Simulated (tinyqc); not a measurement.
Dispersion and weight of the plasmon: plasmons of a degenerate electron gas in the random-phase approximation.

Zero temperature, parabolic band: kF = (3 pi^2 n)^(1/3), EF = c kF^2/m, Ep^2 = 8 pi c e2 n/(m eb), qTF^2 = 6 pi e2 n/(eb EF), c = hbar^2/2m0, e2 = e^2/(4 pi eps0), n in 1/angstrom^3 (1e-24 per 1/cm^3).

Lindhard function: eps(q, E)/eb = 1 + (qTF/q)^2 (f1 + i f2) with z = q/(2 kF), u = E/(hbar vF q), hbar vF = 2 c kF/m; f1 = 1/2 + [h(z - u) + h(z + u)]/(8 z), h(x) = (1 - x^2) ln|(x + 1)/(x - 1)|; f2 = pi u/2 for z + u < 1, (pi/(8 z))(1 - (z - u)^2) for |z - u| < 1 < z + u, else 0. Pairs exist for c (q^2 - 2 q kF)/m < E < c (q^2 + 2 q kF)/m.

Constants: hbar^2/2m0 = 3.80998211 eV angstrom^2; e^2/(4 pi eps0) = 14.39964547 eV angstrom.

Values chosen for the exercise (out of a larger set: a free-electron density near that of Al; not measured data): n = 1.79e+23 1/cm^3 (electron density); m = 1 m0 (mass); eb = 1 (background dielectric constant).

Short formula: E^2 = Ep^2 + (3/5)(hbar vF q)^2 + (c q^2/m)^2; qc is where the plasmon meets the top of the continuum. The weight is the share of the f-sum that the plasmon carries, 2E/(Ep^2 d(eps/eb)/dE); a dash marks no undamped root.

Energies (eV):

| q (1/angstrom) | q/kF | top of continuum | plasmon | short formula | weight |
|---|---|---|---|---|---|
| 0.129 | 0.074 | 1.777 | 15.77 | 15.77 | 1.000 |
| 0.323 | 0.185 | 4.689 | 16.07 | 16.06 | 1.000 |
| 0.516 | 0.296 | 7.870 | 16.64 | 16.61 | 0.997 |
| 0.710 | 0.407 | 11.35 | 17.53 | 17.43 | 0.986 |
| 0.903 | 0.518 | 15.10 | 18.81 | 18.52 | 0.951 |
| 1.03 | 0.591 | 17.73 | 19.94 | 19.38 | 0.895 |
| 1.16 | 0.665 | 20.54 | 21.44 | 20.39 | 0.769 |
| 1.25 | 0.717 | 22.56 | 22.76 | 21.16 | 0.565 |
| 1.42 | 0.814 | 26.55 | - | 22.79 | - |
| 1.68 | 0.964 | 33.07 | - | 25.72 | - |

qc = 1.290 1/angstrom

What can be read from this table?

Ep = 15.71 eV. The plasmon rises from 15.77 to 22.76 eV just before qc, 45 % above Ep. The short formula errs by -0.54 % at q/kF = 0.41 and -7.03 % next to qc. The weight falls from 1.000 to 0.565 as pairs take over the sum.

tinyqc: `OMP_NUM_THREADS=1 python tinyqc.py 1650802 1650803 out.jsonl`; about 0.01 s, one thread, shared Intel(R) Xeon(R) Processor @ 2.30GHz.
